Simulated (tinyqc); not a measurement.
A periodic Ge profile (wiggle well): inter-valley coupling by envelope functions against a chain of atomic planes.

Chain: E(phi) = e0 + 2 v cos(phi) + 2 u cos(2 phi), cos(phi0) = -v/(4u), e0 = 2u + v^2/(4u); plane j = 0, 1, ... has the potential V_j = dE x_j + F (j - 30) a/4 (1 MV/m = 1e-4 V/angstrom). There are 30 barrier planes a side; with y = j - 29.5, x_j = xb (f(y) + f(Nw - y)), f(y) = 1/(1 + exp(y/L)), plus any Ge added in the well. The valley splitting is the spacing of the two lowest levels. Envelope theory: F_j solves a one-valley chain with hopping -b and diagonal 2b + V_j, b = 4u sin^2(phi0), sum F_j^2 = 1; the valleys couple by Dv = sum_j F_j^2 V_j exp(-2 i phi0 j) and split by 2|Dv|.

Values chosen for the exercise (near those of the Delta valleys of silicon in a SiGe well; shifted at random, so the results belong to these values and not to a real crystal):
- a = 5.431 angstrom (lattice constant; planes lie a/4 apart)
- u = 0.589 eV (second-neighbour hopping)
- v = 0.554 eV (nearest hopping)
- Nw = 37 (planes in the well)
- L = 1.25 planes (interface width)
- xb = 0.27 (Ge fraction of the barriers)
- dE = 0.65 eV (offset per unit Ge fraction)
- F = 5 MV/m (field)
- xw = 0.008 (mean Ge fraction of the wiggle)

periods (planes): pi/phi0 1.73745, pi/(pi - phi0) 2.35602

Added fraction xw (1 - cos(2 pi (j - 30)/p)) on the well planes; p = f times the resonant period pi/(pi - phi0). At resonance the estimate is dE xw.

Against period:
```
f     p (planes)  mean of the doublet (meV)  splitting, chain (micro-eV)  envelope
0.90      2.1204                      28.91                          292       309
0.95      2.2382                      28.86                         2839      2919
0.98      2.3089                      28.93                         4687      4719
0.99      2.3325                      28.95                         5010      5014
1.00      2.3560                      28.96                         5121      5098
1.01      2.3796                      28.95                         5025      4981
1.02      2.4031                      28.93                         4756      4697
1.05      2.4738                      28.87                         3257      3180
1.10      2.5916                      28.88                          803       754
1.50      3.5340                      28.95                           20        18
3.00      7.0681                      28.96                            3         2
```

What can be read from this table?

The splitting peaks at f = 1 with 5.12 meV, against the estimate dE xw = 5.20 meV, and is 0.92 and 0.93 of the value at f = 1 two per cent off to either side: the width of the resonance is set by the number of periods under the envelope. At f = 3 it is 3 micro-eV. The chain has one orbital a plane and knows only this resonance; longer periods that work through other bands are outside it.

tinyqc: `OMP_NUM_THREADS=1 python tinyqc.py 1480964 1480965 out.jsonl`; about 0.06 s, one thread, shared Intel(R) Xeon(R) Processor @ 2.30GHz.
